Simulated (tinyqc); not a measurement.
From results back to parameters: band edges of strained Si(1-x)Ge(x) on relaxed Si(1-y)Ge(y). Three cases, with inputs chosen for the exercise.

Problem. A layer on a (001) buffer has its Delta valleys split into the four in the plane and the two along z: E(Delta4) - E(Delta2) = XuD (e_par - e_perp), e_perp = -2 (C12/C11) e_par, e_par = (a(y) - a(x))/a(x). The splitting is given; find the strain and the Ge fraction y of the buffer.

Values are linear in the Ge fraction but for ED(x) = linear - CD x (1 - x) and a(x) = linear - Ca x (1 - x). Energies are on the common scale of Ev.

Find: e_par; a(y); y.

Method. e_par = splitting/(XuD (1 + 2 C12/C11)) with the values at x; a(y) = a(x)(1 + e_par); a(y) rises steadily with y, so one root lies in the range.

Case 1.

Values chosen (end members near Si and Ge, in this order; shifted at random, so the results belong to these values and not to a real crystal): a = (5.439, 5.654) angstrom (lattice constant); Ca = 0.025 angstrom (bowing of the lattice constant); XuD = (9.17, 9.76) eV (uniaxial potential, Delta); C11 = (168.1, 128) GPa; C12 = (63.1, 48.8) GPa; x = 0.94 (Ge fraction of the layer).

E(Delta4) - E(Delta2) = -0.269209 eV

Solution.

e_par = -0.01571
a(y) = 5.5511 angstrom
y = 0.550

Case 2.

Values chosen (end members near Si and Ge, in this order; shifted at random, so the results belong to these values and not to a real crystal): a = (5.424, 5.664) angstrom (lattice constant); Ca = 0 angstrom (bowing of the lattice constant); XuD = (9.36, 9.42) eV (uniaxial potential, Delta); C11 = (166.8, 127.7) GPa; C12 = (63.7, 47.8) GPa; x = 0.18 (Ge fraction of the layer).

E(Delta4) - E(Delta2) = -0.072466 eV

Solution.

e_par = -0.00439
a(y) = 5.4432 angstrom
y = 0.080

Case 3.

Values chosen (end members near Si and Ge, in this order; shifted at random, so the results belong to these values and not to a real crystal): a = (5.43, 5.659) angstrom (lattice constant); Ca = 0 angstrom (bowing of the lattice constant); XuD = (9.11, 9.58) eV (uniaxial potential, Delta); C11 = (167.4, 126.8) GPa; C12 = (64.7, 48.6) GPa; x = 0.57 (Ge fraction of the layer).

E(Delta4) - E(Delta2) = -0.389599 eV

Solution.

e_par = -0.02347
a(y) = 5.4300 angstrom
y = 0

Computed by tinyqc, one run a case: `OMP_NUM_THREADS=1 python tinyqc.py N N+1 out.jsonl` with N = 1050261, 1050304, 1050314; one thread of a shared Intel(R) Xeon(R) Processor @ 2.30GHz, about 0.02 s a run at most.
